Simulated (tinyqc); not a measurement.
Raising U: Hubbard chain of 2 sites, mean field against exact. Computed by the program tinyqc. Collinear unrestricted mean field (the lowest of 40 random starts) against exact diagonalisation.

one-body matrix (hopping and site energies) (eV):
```
         1        2
1   0.1800  -1.9200
2  -1.9200  -0.2200
```

electrons, up and down: 1  1

Exact and mean-field results (eV):

| U | U/t | E exact | E mean field | mean \|n_up - n_down\| | double occupancy, exact | first gap in the sector |
|---|---|---|---|---|---|---|
| 0.9600 | 0.5000 | -3.445977 | -3.416644 | 0.0000 | 0.2212 | 3.4060 |
| 1.9200 | 1.0000 | -3.050503 | -2.933878 | 0.0000 | 0.1911 | 3.0105 |
| 3.8400 | 2.0000 | -2.420375 | -1.970413 | 8.57e-05 | 0.1392 | 2.3804 |
| 5.7600 | 3.0000 | -1.964172 | -1.324283 | 0.7433 | 0.1006 | 1.9242 |
| 7.6800 | 4.0000 | -1.633110 | -1.002087 | 0.8653 | 0.0735 | 1.5931 |
| 11.5200 | 6.0000 | -1.203719 | -0.680695 | 0.9426 | 0.0421 | 1.1637 |
| 15.3600 | 8.0000 | -0.947021 | -0.520307 | 0.9682 | 0.0264 | 0.9070 |
| 23.0400 | 12.0000 | -0.663320 | -0.360094 | 0.9860 | 0.0128 | 0.6233 |
| 38.4000 | 20.0000 | -0.420275 | -0.232021 | 0.9950 | 0.0049 | 0.3803 |

What does the comparison show, and why?

In absolute terms mean field is worst at U/t = 3.0, 0.640 eV too high: at small U it is nearly exact, and at large U it misses only exchange-scale energies. Its local moments set in at U/t = 3.0 of those listed, a broken symmetry that the exact state of a finite cluster with equal spins does not have. Relative to the exact energy its error is 0.9 % at the smallest U, 46 % at most and 45 % at the largest. The double occupancy falls from 0.221 to 0.005.
